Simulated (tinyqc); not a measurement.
Electron-beam lithography: double-Gaussian proximity function, edge placement and dose correction for parallel lines: one step, computed by the program tinyqc.

Lines are infinitely long. Absorbed energy is counted so that the middle of a very large area written at dose 1 receives 1; the resist develops where it exceeds 1/2.

Question. Dose to size and latitude. A test line of width w << beta in surroundings of density rho, all at dose d: near its edge E(x) = d [S + eta rho]/(1 + eta), S = [erf((b - x)/alpha) - erf((a - x)/alpha)]/2 for edges a and b, the second term being the background energy. Dose to size d_s = (1 + eta)/(erf(w/alpha) + 2 eta rho), dose = d_s D0; edge slope d [1 - exp(-w^2/alpha^2)]/(sqrt(pi) alpha (1 + eta)); width change per 1 % of dose = 2 x 0.01 x (1/2)/slope.

Inputs (values chosen for the exercise, of the order of those for 10 keV electrons in resist on silicon):
```
quantity                              value               unit
forward range alpha                    0.01         micrometre
backscatter ratio eta                  0.94                  -
base dose D0                             63  microcoulomb/cm^2
width of the test line                 0.15         micrometre
pattern density around the test line   0.62                  -
```

Give: dose to size d_s; dose; edge slope; width change per 1 % of dose; background energy.

Answer.

dose to size d_s = 0.8958

dose = 56.44 microcoulomb/cm^2

edge slope = 0.02605 1/nm

width change per 1 % of dose = 0.3838 nm

background energy = 0.2691

The background supplies 54 % of the threshold.
